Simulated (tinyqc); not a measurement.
Lorentz oscillators and the Kramers-Kronig relations: sweeps and comparisons. A value that a table varies takes the place of the one given here.

eps(E) = 1 + sum_j S_j/(E0_j^2 - E^2 - i G_j E).

Kramers-Kronig: eps1(E) = 1 + (2/pi) P integral_0^infinity E1 eps2(E1)/(E1^2 - E^2) dE1. Maclaurin rule on the grid E_j = j h, j = 1 .. M: eps1(E_i) = 1 + (4 h/pi) sum over j with j - i odd of E_j eps2(E_j)/(E_j^2 - E_i^2); nothing is added above E_M.

n + i k = sqrt(eps1 + i eps2) with k >= 0; R = ((n - 1)^2 + k^2)/((n + 1)^2 + k^2) at normal incidence from vacuum; alpha = 2 E k/(hbar c), times 1e8 for 1/cm; loss function Im(-1/eps) = eps2/(eps1^2 + eps2^2).

Constants: hbar c = 1973.269805 eV angstrom.

Parameters, chosen for this exercise: E0 = (10.34, 12.19) eV (resonances); G = (0.6, 1.21) eV (widths); S = (29.1, 28.1) eV^2 (strengths); h = 0.5 eV (grid step); M = 30 (grid points E_j = j h); E_t = 2.2 eV (energy below the first line); E = 6.71 eV (photon energy).

## Numerical transform against the formula

Every third grid point is listed; the error is the transform minus the formula.

Dielectric function:
```
E (eV),eps2,eps1 formula,eps1 transform,error
1.00,0.003,1.465,1.483,0.018
2.50,0.008,1.486,1.435,-0.051
4.00,0.016,1.531,1.553,0.022
5.50,0.030,1.616,1.552,-0.064
7.00,0.060,1.780,1.813,0.033
8.50,0.170,2.183,2.069,-0.114
10.00,2.218,3.945,3.591,-0.355
11.50,1.140,0.927,1.216,0.289
13.00,0.724,-0.325,-0.433,-0.108
14.50,0.144,0.299,0.322,0.024
```

The largest error listed is -0.355 at 10.00 eV. The rule samples every 2h = 1 eV and the narrowest line is 0.6 eV wide, so it is not resolved. The grid ends at 15 eV, where eps2 is still 0.101; the error at the last point listed, nearest the missing tail, is +0.024.

## How far the spectrum must be known

The integrals are done by adaptive quadrature and cut at E_cut. f-sum share: (2/pi) integral of E eps2 over sum S. Static share: (2/pi) integral of eps2/E over eps(0) - 1.

Cut integrals:
```
E_cut (eV),eps1(E_t),f-sum share,static share
9.8,1.075,0.082,0.155
13.4,1.455,0.874,0.946
18.3,1.477,0.955,0.993
24.4,1.479,0.972,0.998
36.6,1.480,0.983,0.999
60.9,1.480,0.990,1.000
```

eps1(E_t) from the formula = 1.480

Cut at 13.4 eV, just above the last line, eps1(E_t) lacks 0.025; cut at 60.9 eV it lacks 0.000. At 18.3 eV the static sum has reached 0.993 and the f-sum only 0.955: the f-sum weights eps2 by E and the static sum by 1/E, so the f-sum needs the far tail.

## Optical constants across the spectrum

Spectrum:
```
E (eV),eps1,eps2,n,k,R,loss
1.83,1.474,0.006,1.214,0.002,0.009,0.003
4.32,1.545,0.018,1.243,0.007,0.012,0.008
6.82,1.753,0.055,1.324,0.021,0.020,0.018
9.31,2.775,0.449,1.671,0.134,0.066,0.057
11.80,1.043,1.565,1.209,0.647,0.087,0.442
14.30,0.245,0.168,0.521,0.161,0.109,1.901
16.79,0.628,0.041,0.793,0.026,0.014,0.103
19.28,0.766,0.018,0.875,0.010,0.004,0.030
21.78,0.835,0.010,0.914,0.005,0.002,0.014
24.27,0.876,0.006,0.936,0.003,0.001,0.008
26.76,0.903,0.004,0.950,0.002,0.001,0.005
29.26,0.922,0.003,0.960,0.002,0.000,0.003
```

Among the energies listed the largest values are at (eV): eps2 11.80; n 9.31; k 11.80; R 14.30; loss 14.30. eps1 crosses zero at 10.47, 10.94, 12.31 and 13.62 eV; the last crossing is upward and marks the plasmon, against sqrt(sum S) = 7.56 eV for free electrons.

## What each oscillator parameter does

At the energy E. Each row changes one parameter from the base and keeps the others.

Results:
```
case,eps1,eps2,n,k,R
base,1.738,0.052,1.318,0.020,0.019
"E0 = (10.857, 12.19) eV",1.668,0.043,1.292,0.017,0.016
"G = (0.9, 1.21) eV",1.735,0.067,1.318,0.025,0.019
"S = (34.92, 28.1) eV^2",1.831,0.058,1.353,0.021,0.023
E = 7.046 eV,1.787,0.062,1.337,0.023,0.021
```

The largest shifts from the base row, up to three for each result and ties (the steps differ in size, so this ranks the rows, not the parameters). eps1: S +0.094, E0 -0.070, E +0.049. eps2: G +0.015, E +0.010, E0 -0.008. n: S +0.035, E0 -0.027, E +0.019; unchanged at the printed digits by G. k: G +0.006, E +0.003, E0 -0.003. R: S +0.004, E0 -0.003, E +0.002; unchanged at the printed digits by G.

tinyqc: `OMP_NUM_THREADS=1 python tinyqc.py 1682194 1682195 out.jsonl`; about 0.2 s, one thread, shared Intel(R) Xeon(R) Processor @ 2.30GHz.
